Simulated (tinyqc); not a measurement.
Plane-wave Kohn-Sham cycle with exchange-only LDA in a layered model solid, step by step. Computed by tinyqc, a small Python program that keeps every step. Settings: points = 16, plane-wave index or count = 2, electrons = 2, k points = 4, area = 28.0, mixing = 0.5, iteration cap = 76, Kerker q0 = 0.97. Command: `OMP_NUM_THREADS=1 python tinyqc.py 28408 28409 out.jsonl` (the two numbers bound the seeds that draw the settings). One thread of a shared host (Intel(R) Xeon(R) Processor @ 2.60GHz), about 0.03 s of CPU time with the checks. Later iterations appear only in the table of the cycle.

## Iteration 1: potential

A solid whose potential varies along x alone (atomic units):
```
parameter,value
period a,11.000000
cross-section of the cell,28.000000
electrons per cell,2
grid points,16
"plane waves -n..n, n",2
k points,4
V1 in V1 cos(2 pi x/a),-0.340000
```

density at the start, on the grid x_j = j a/N (e/bohr^3): 0.00649351  0.00649351  0.00649351  0.00649351  0.00649351  0.00649351  0.00649351  0.00649351  0.00649351  0.00649351  0.00649351  0.00649351  0.00649351  0.00649351  0.00649351  0.00649351

V_H(G) = 4 pi rho(G)/G^2 for G != 0 (uniform background); v_x = -(3 rho/pi)^(1/3); V = V_ext + V_H + v_x; Fourier components f(G_m) = (1/N) sum_j f(x_j) exp(-i G_m x_j).

Potentials on the grid (hartree):
```
x,V_ext,V_H,v_x,V
0.000000,-0.340000,0.000000,-0.183717,-0.523717
0.687500,-0.314119,0.000000,-0.183717,-0.497836
1.375000,-0.240416,0.000000,-0.183717,-0.424134
2.062500,-0.130112,0.000000,-0.183717,-0.313830
2.750000,0,0.000000,-0.183717,-0.183717
3.437500,0.130112,0.000000,-0.183717,-0.053605
4.125000,0.240416,0.000000,-0.183717,0.056699
4.812500,0.314119,0.000000,-0.183717,0.130402
5.500000,0.340000,0.000000,-0.183717,0.156283
6.187500,0.314119,0.000000,-0.183717,0.130402
6.875000,0.240416,0.000000,-0.183717,0.056699
7.562500,0.130112,0.000000,-0.183717,-0.053605
8.250000,0,0.000000,-0.183717,-0.183717
8.937500,-0.130112,0.000000,-0.183717,-0.313830
9.625000,-0.240416,0.000000,-0.183717,-0.424134
10.312500,-0.314119,0.000000,-0.183717,-0.497836
```

V(G_m), m = 0, 1, 2, ... (hartree): -0.183717  -0.170000  0.000000  0.000000  0.000000

## Iteration 1: Hamiltonian at one k

k = 0.125000 2 pi / a

H(m,m') = (k + G_m)^2/2 delta + V(G_m - G_m'), with V(-G) = V(G).

H (hartree):
```
,-2,-1,+0,+1,+2
-2,0.389800,-0.170000,0.000000,0.000000,0.000000
-1,-0.170000,-0.058818,-0.170000,0.000000,0.000000
+0,0.000000,-0.170000,-0.181168,-0.170000,0.000000
+1,0.000000,0.000000,-0.170000,0.022749,-0.170000
+2,0.000000,0.000000,0.000000,-0.170000,0.552934
```

## Iteration 1: levels at that k

Diagonalise the Hermitian matrix.

eigenvalues (hartree): -0.368129  -0.076293  0.111548  0.452301  0.606071

## Iteration 1: new density

Motion across x is left out: the lowest 1 band(s) hold two electrons at each of the k points (j + 1/2)/nk - 1/2. Residual R = rho(out) - rho(in); rho(new) = rho(in) + 0.5 R, with R(G) scaled by G^2/(G^2 + 0.97^2) (Kerker). rho(out) = 2/(a A nk) sum |psi|^2 with psi = sum c exp(i G x). Harris energy E = band energy - dV sum rho (V_H/2 + v_x) + (3/4) dV sum rho v_x with rho(in), dV = a A/N, band energy = (2/nk) sum of the filled levels.

rho(out) (e/bohr^3): 0.02135531  0.01874198  0.01261726  0.00644608  0.00247479  0.00072561  0.00018308  0.00006035  0.00004247  0.00006035  0.00018308  0.00072561  0.00247479  0.00644608  0.01261726  0.01874198

density after iteration 1 (e/bohr^3): 0.00933259  0.00862996  0.00708963  0.00580174  0.00533835  0.00549572  0.00581830  0.00604661  0.00612290  0.00604661  0.00581830  0.00549572  0.00533835  0.00580174  0.00708963  0.00862996

energy per cell = -0.64347868 hartree

## Iteration 2: potential

As before.

Potentials on the grid (hartree):
```
x,V_ext,V_H,v_x,V
0.000000,-0.340000,0.061327,-0.207328,-0.486001
0.687500,-0.314119,0.053260,-0.201989,-0.462848
1.375000,-0.240416,0.032932,-0.189176,-0.396660
2.062500,-0.130112,0.008922,-0.176947,-0.298137
2.750000,0,-0.011408,-0.172105,-0.183513
3.437500,0.130112,-0.025191,-0.173780,-0.068858
4.125000,0.240416,-0.033122,-0.177115,0.030179
4.812500,0.314119,-0.036991,-0.179402,0.097726
5.500000,0.340000,-0.038129,-0.180154,0.121717
6.187500,0.314119,-0.036991,-0.179402,0.097726
6.875000,0.240416,-0.033122,-0.177115,0.030179
7.562500,0.130112,-0.025191,-0.173780,-0.068858
8.250000,0,-0.011408,-0.172105,-0.183513
8.937500,-0.130112,0.008922,-0.176947,-0.298137
9.625000,-0.240416,0.032932,-0.189176,-0.396660
10.312500,-0.314119,0.053260,-0.201989,-0.462848
```

V(G_m), m = 0, 1, 2, ... (hartree): -0.183032  -0.151415  0.000337  -0.000592  0.000103

## Iteration 2: Hamiltonian at one k

k = 0.125000 2 pi / a

As before.

H (hartree):
```
,-2,-1,+0,+1,+2
-2,0.390486,-0.151415,0.000337,-0.000592,0.000103
-1,-0.151415,-0.058132,-0.151415,0.000337,-0.000592
+0,0.000337,-0.151415,-0.180483,-0.151415,0.000337
+1,-0.000592,0.000337,-0.151415,0.023435,-0.151415
+2,0.000103,-0.000592,0.000337,-0.151415,0.553620
```

## Iteration 2: levels at that k

As before.

eigenvalues (hartree): -0.339804  -0.066452  0.098676  0.440467  0.596039

## Iteration 2: new density

As before.

rho(out) (e/bohr^3): 0.02076991  0.01833949  0.01258953  0.00667368  0.00272362  0.00087566  0.00024724  0.00008519  0.00005738  0.00008519  0.00024724  0.00087566  0.00272362  0.00667368  0.01258953  0.01833949

density after iteration 2 (e/bohr^3): 0.01135967  0.01022731  0.00770562  0.00550420  0.00458341  0.00470429  0.00517216  0.00553822  0.00566599  0.00553822  0.00517216  0.00470429  0.00458341  0.00550420  0.00770562  0.01022731

energy per cell = -0.59171660 hartree

## Convergence

Stop when sqrt(dV sum R^2) is below 1e-8, dV = a A/N.

Course of the cycle:
```
iteration,E (hartree),norm of the residual
1,-0.64347868,1.32e-01
2,-0.59171660,1.08e-01
3,-0.55348258,8.94e-02
4,-0.52627547,7.42e-02
5,-0.50733730,6.16e-02
6,-0.49439423,5.12e-02
7,-0.48570177,4.24e-02
8,-0.47996442,3.50e-02
9,-0.47624234,2.89e-02
10,-0.47386840,2.38e-02
11,-0.47237932,1.95e-02
...,...,...
66,-0.47012278,4.27e-07
67,-0.47012278,3.52e-07
68,-0.47012278,2.90e-07
69,-0.47012278,2.39e-07
70,-0.47012278,1.97e-07
71,-0.47012278,1.63e-07
72,-0.47012278,1.34e-07
73,-0.47012278,1.11e-07
74,-0.47012278,9.11e-08
75,-0.47012278,7.51e-08
76,-0.47012278,6.20e-08
```

Not converged within 76 iterations: the residual falls steadily but slowly, by a factor of about 0.82 a step. Reruns (cap 100 unless said): mixing 0.1: not converged; mixing 0.5, Kerker q0 1.0: converged in 90 (E = -0.47012); mixing 0.3, Pulay depth 5: converged in 12 (E = -0.47012); the original settings with a cap of 400: converged in 86 (E = -0.47012).
